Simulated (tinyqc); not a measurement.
Planar ballistic transistor, top-of-the-barrier model: two steps of the calculation.

At the top of the source barrier, states moving towards the drain are filled by the source (Fermi level 0) and states moving back by the drain (Fermi level -q Vd); nothing scatters. U is the shift of the band edge there, set by the capacitances CG, CD and CS (the total) and by the charge. Parabolic two-dimensional band; the source is grounded.

Inputs (values chosen for the exercise); mass and valleys close to those of a monolayer dichalcogenide:
- T = 77 K (temperature)
- m = 0.524 m0 (effective mass)
- gv = 2 (valley degeneracy)
- eox = 7.5 (relative permittivity of the gate insulator)
- tox = 3.7 nm (insulator thickness)
- aG = 0.84 (gate control CG/CS)
- aD = 0.019 (drain control CD/CS)
- E0 = 0.38 eV (band edge at the barrier top above the source Fermi level at zero bias)
- Vg = 0.5 V (gate voltage)
- Vd = 0.5 V (drain voltage)

Constants: q = 1.602176634e-19 C, kB = 1.380649e-23 J/K, hbar = 1.054571817e-34 J s, m0 = 9.1093837015e-31 kg, Vt = kB T/q, eps0 = 8.8541878128e-14 F/cm where lengths are in cm. Results are converted to the units shown.

Question 1. Density of states, capacitances and charge at zero bias. N0 = gv m kB T/(pi hbar^2), CG = eps0 eox/tox, vT = sqrt(2 kB T/(pi m)), CS = CG/aG, n0 = n at U = 0 and Vd = 0. eta1 = -(E0 + U)/Vt, eta2 = eta1 - Vd/Vt, n = (N0/2)[F_0(eta1) + F_0(eta2)], F_0(x) = ln(1 + exp x). UL = -(aG Vg + aD Vd).

Wanted: N0; CG; CS; n0; UL.

Answer 1.

N0 = 2.905e12 cm^-2
CG = 1.795 uF/cm^2
CS = 2.137 uF/cm^2
n0 = 3.904e-13 cm^-2
UL = -0.4295 eV

Question 2. Current, mean velocity and share of the gate voltage. I = q (N0/2) vT [F_(1/2)(eta1) - F_(1/2)(eta2)] per width, F_(1/2)(x) = (2/sqrt(pi)) int_0^infinity u^(1/2)/(1 + exp(u - x)) du. Mean velocity I/(q n). CQ = (q/Vt) dn/d(eta1); the band edge follows the gate as -dU/dVg = aG/(1 + CQ/CS).

converged U = -0.37684593 eV

Wanted: eta1; n; I; mean velocity; CQ; -dU/dVg.

Answer 2.

eta1 = -0.4753
n = 7.022e11 cm^-2
I = 45.41 uA/um
mean velocity = 4.037e6 cm/s
CQ = 13.44 uF/cm^2
-dU/dVg = 0.1152 eV/V

The carriers from the source are near degeneracy (eta1 = -0.475), and the mean velocity is 1.07 times vT = sqrt(2 kB T/(pi m)) = 3.77e6 cm/s.

tinyqc, about 0.01 s, one thread, Intel Xeon 2.30GHz (shared host): `OMP_NUM_THREADS=1 python tinyqc.py 2400116 2400117 out.jsonl`
